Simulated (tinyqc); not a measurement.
Worked calculation: Pariser-Parr-Pople SCF with singles CI, for the molecule C=CC=CC=CC=CC=O (SMILES; centres numbered as the heavy atoms are written). One step of it, computed by the program tinyqc.

Problem. Iteration 1: orbitals and new P. Diagonalise F (the basis is taken as orthonormal) and form P = 2 sum c c over the lowest orbitals.

F (eV):
```
            1C         2C         3C         4C         5C         6C         7C         8C
1C   -5.595000  -4.593357   0.000000   0.516255   0.000000  -0.241483   0.000000   0.150188
2C   -4.593357  -5.595000  -3.635334   0.000000   0.158892   0.000000  -0.042270   0.000000
3C    0.000000  -3.635334  -5.595000  -4.298207   0.000000   0.453714   0.000000  -0.225732
4C    0.516255   0.000000  -4.298207  -5.595000  -3.751399   0.000000   0.182192   0.000000
5C    0.000000   0.158892   0.000000  -3.751399  -5.595000  -4.255676   0.000000   0.456205
6C   -0.241483   0.000000   0.453714   0.000000  -4.255676  -5.595000  -3.746776   0.000000
7C    0.000000  -0.042270   0.000000   0.182192   0.000000  -3.746776  -5.595000  -4.310139
8C    0.150188   0.000000  -0.225732   0.000000   0.456205   0.000000  -4.310139  -5.595000
9C    0.000000   0.011853   0.000000  -0.040587   0.000000   0.152461   0.000000  -3.605043
10O  -0.107229   0.000000   0.146943   0.000000  -0.240133   0.000000   0.527271   0.000000

            9C         10O
1C    0.000000   -0.107229
2C    0.011853    0.000000
3C    0.000000    0.146943
4C   -0.040587    0.000000
5C    0.000000   -0.240133
6C    0.152461    0.000000
7C    0.000000    0.527271
8C   -3.605043    0.000000
9C   -5.595000   -4.917916
10O  -4.917916  -10.100000
```

pi electrons, sum of z_r less the charge = 10

Give: orbital energies; P after iteration 1.

Solution.

orbital energies (eV): -13.8928  -12.7910  -11.8257  -10.3521  -8.3350  -3.9136  -1.8502  -0.2036  0.9901  1.7189

P after iteration 1:
```
          1C       2C       3C       4C       5C       6C       7C       8C
1C    0.9770   0.8849   0.0278  -0.3488  -0.0343   0.2198   0.0454  -0.1594
2C    0.8849   1.0004   0.4558  -0.0009  -0.0887   0.0016   0.0329  -0.0030
3C    0.0278   0.4558   0.9664   0.7838   0.0417  -0.3179  -0.0555   0.2085
4C   -0.3488  -0.0009   0.7838   1.0020   0.5012  -0.0038  -0.1053   0.0071
5C   -0.0343  -0.0887   0.0417   0.5012   0.9480   0.7648   0.0700  -0.3130
6C    0.2198   0.0016  -0.3179  -0.0038   0.7648   1.0072   0.5046  -0.0141
7C    0.0454   0.0329  -0.0555  -0.1053   0.0700   0.5046   0.9039   0.7746
8C   -0.1594  -0.0030   0.2085   0.0071  -0.3130  -0.0141   0.7746   1.0292
9C   -0.0707  -0.0139   0.0873   0.0376  -0.1124  -0.0989   0.1608   0.4747
10O   0.1097   0.0064  -0.1382  -0.0158   0.1869   0.0334  -0.2967  -0.0813

          9C      10O
1C   -0.0707   0.1097
2C   -0.0139   0.0064
3C    0.0873  -0.1382
4C    0.0376  -0.0158
5C   -0.1124   0.1869
6C   -0.0989   0.0334
7C    0.1608  -0.2967
8C    0.4747  -0.0813
9C    0.7040   0.7903
10O   0.7903   1.4619
```
